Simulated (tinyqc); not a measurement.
Piezoresistors in the (001) plane of a cubic crystal: one step of the calculation.

Plane stress in crystal axes x = [100], y = [010]. First-order piezoresistance: d rho_xx/rho = p11 sxx + p12 syy, d rho_yy/rho = p12 sxx + p11 syy, d rho_xy/rho = p44 sxy; a resistor along d = (cos th, sin th) changes by dR/R = d.(d rho/rho).d. Changes of geometry and second-order terms are left out.

Task. Change of the resistivity tensor. As in the introduction.

Parameters, values chosen for the exercise; coefficients close to those of lightly doped n-type silicon:
```
symbol,value,unit,meaning
p11,-109,x 1e-11/Pa,piezoresistive coefficient
p12,51.7,x 1e-11/Pa,piezoresistive coefficient
p44,-13.4,x 1e-11/Pa,piezoresistive coefficient
Sx,131,MPa,stress sxx
Sy,187,MPa,stress syy
St,-27,MPa,shear stress sxy
```

Wanted: d rho/rho.

Result.

d rho/rho (%):
```
	x	y
x	-4.611	0.362
y	0.362	-13.610
```

Program tinyqc, `OMP_NUM_THREADS=1 python tinyqc.py 2530148 2530149 out.jsonl`; Intel Xeon 2.30GHz, shared host, one thread, about 0.01 s.
